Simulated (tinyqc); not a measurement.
X-ray photoelectron analysis of a thin oxide on a semiconductor: attenuation lengths, thickness, angle series and band offsets. Changing the oxide density. Computed by tinyqc, a small Python program. Command: `OMP_NUM_THREADS=1 python tinyqc.py 3112924 3112925 out.jsonl xps sweep`. One thread of a shared host (Intel(R) Xeon(R) Processor @ 2.30GHz), about 0.01 s of CPU time with the checks.

The same element is seen in the oxide and in the substrate, at nearly the same kinetic energy; films are flat and uniform, and the work function is ignored.

Inputs (values chosen for the exercise, modelled on SiO2 on silicon):

| quantity | value | unit |
|---|---|---|
| photon energy | 1486.6 | eV |
| binding energy of the core level | 99.4 | eV |
| oxide formula mass | 60.08 | g/mol |
| valence electrons per oxide formula | 16 | - |
| oxide gap | 9.04 | eV |
| substrate density | 2.33 | g/cm^3 |
| substrate formula mass | 28.09 | g/mol |
| valence electrons per substrate formula | 4 | - |
| substrate gap | 1.12 | eV |
| oxide thickness d | 3.4 | nm |
| emission angle from the normal | 45 | degrees |
| attenuation length over inelastic mean free path | 0.92 | - |
| carbon overlayer | 0.94 | nm |

Method:
- TPP-2M: lambda = E/(E_p^2 [b ln(c E) - C/E + D/E^2]) in angstrom, E_p = 28.8 sqrt(N_v rho/M), b = -0.10 + 0.944/sqrt(E_p^2 + E_g^2) + 0.069 rho^0.1, c = 0.191/sqrt(rho), U = N_v rho/M, C = 1.97 - 0.91 U, D = 53.4 - 20.8 U, with E = photon energy less binding energy in eV.
- Attenuation length L = factor x lambda.
- R_0 = (rho_o/M_o) L_o/((rho_s/M_s) L_s); peak ratio R = I_ox/I_sub = R_0 [exp(d/(L_o cos theta)) - 1]; hence d = L_o cos theta ln(1 + R/R_0). A carbon layer weakens both peaks alike, by exp(-d_C/(L_o cos theta)) if its L is taken equal to L_o. This R_0 leaves out intrinsic losses from the substrate peak, so calibrated values can be larger.

One run for each value:

| oxide density (g/cm^3) | L in the oxide (nm) | R_0 | ratio R |
|---|---|---|---|
| 1.75 | 3.8011 | 0.46957 | 1.1941 |
| 1.89 | 3.7286 | 0.49747 | 1.3089 |
| 2.03 | 3.6646 | 0.52514 | 1.4252 |
| 2.17 | 3.6072 | 0.55257 | 1.5429 |
| 2.32 | 3.5516 | 0.58166 | 1.6707 |
| 2.46 | 3.5041 | 0.60850 | 1.7915 |
| 2.60 | 3.4599 | 0.63502 | 1.9138 |
| 2.74 | 3.4185 | 0.66121 | 2.0378 |

What does the table show?

Over the rows, L in the oxide (nm) falls from 3.80 to 3.42 (exponent d ln y / d ln x -0.25 between the first rows and -0.23 between the last); R_0 rises from 0.470 to 0.661 (exponent d ln y / d ln x about 0.76 throughout); ratio R rises from 1.19 to 2.04 (exponent d ln y / d ln x about 1.2 throughout).

Extremes, crossings and ranges named in words are read from the listed rows.
